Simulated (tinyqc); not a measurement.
# From one set of inputs to another, one input at a time

Model: grain-boundary diffusion: Harrison regimes, Fisher and Le Claire analysis, Hart average. Computed by tinyqc, a small Python program. Command: `OMP_NUM_THREADS=1 python tinyqc.py 3023853 3023854 out.jsonl gbdiff ladder`. One thread of a shared host (Intel(R) Xeon(R) Processor @ 2.30GHz), about 0.01 s of CPU time with the checks.

A boundary is a slab of width delta with diffusivity D_b, normal to a surface held at constant concentration; it leaks into grains of diffusivity D.

The inputs printed are set A. Inputs not listed in the table keep their values of set A, so the rows need not describe a real material.

Inputs (values chosen for the exercise, for a model polycrystal):
```
quantity                          value   unit
lattice prefactor D0              4e-05  m^2/s
lattice activation energy E        2.76     eV
boundary prefactor D0b          2.4e-06  m^2/s
boundary activation energy E_b     1.46     eV
boundary width delta               0.41     nm
segregation factor s                 30      -
grain size d                        2.1     um
temperature T                       893      K
time t                              590      s
```

Constants: k_B = 8.617333262e-05 eV/K.

Method:
- D = D0 exp(-E/(k_B T)), D_b = D0b exp(-E_b/(k_B T)).
- Triple product P = s delta D_b.
- l = sqrt(D t); P = s delta D_b; alpha = s delta/(2 l); beta = P/(2 D l). Regime A if l > 3 d, C if alpha > 1, B if alpha < 0.1, l < d/4 and beta > 10, otherwise a transition.
- Hart average for parallel slabs: f = delta/d, D_eff = (s f D_b + (1 - f) D)/(1 - f + s f); share of the boundaries = s f D_b/(s f D_b + (1 - f) D); depth sqrt(D_eff t).

Each row keeps all changes above it:
```
input moved                                                                      from             to  share of the boundaries       beta  depth sqrt(D_eff t) (um)
set A                                                                               -              -                   0.9999  3.203e+06                      0.22
boundary width delta (nm)                                                        0.41           0.99                   0.9999  7.734e+06                      0.34
time t (s)                                                                        590           8800                   0.9999  2.003e+06                      1.30
temperature T (K)                                                                 893           1340                   0.9850  1.804e+01                     31.07
lattice prefactor D0 (m^2/s) and lattice activation energy E (eV)         4e-05, 2.76  4.1e-05, 3.72                   1.0000  4.529e+06                     30.84
boundary prefactor D0b (m^2/s) and boundary activation energy E_b (eV)  2.4e-06, 1.46    2e-06, 2.08                   0.9990  1.758e+04                      1.92
grain size d (um)                                                                 2.1           0.35                   0.9998  1.758e+04                      4.56
```

share of the boundaries ends near its start, 1.000; the largest single move comes from lattice prefactor D0 (a factor 1.015). Beta goes from 3.20e6 to 17600, a factor 0.00549 in all. The largest single move comes from lattice prefactor D0 with lattice activation energy E (a factor 251000), but it runs against the net change; the largest move in the direction of the net change is temperature T (a factor 9.01e-6). Depth sqrt(D_eff t) goes from 0.218 to 4.56, a factor 20.9 in all. The largest single move comes from temperature T (a factor 23.9), and boundary prefactor D0b with boundary activation energy E_b works against it (a factor 0.0623). The single moves hold for this order of the switches; the total does not depend on the order.

Caution (all rows): outside regime A (which needs sqrt(D t) above about 3 d) the Hart average and its depth are formal: they describe a profile only in regime A or at steady state.

Extremes, crossings and ranges named in words are read from the listed rows.
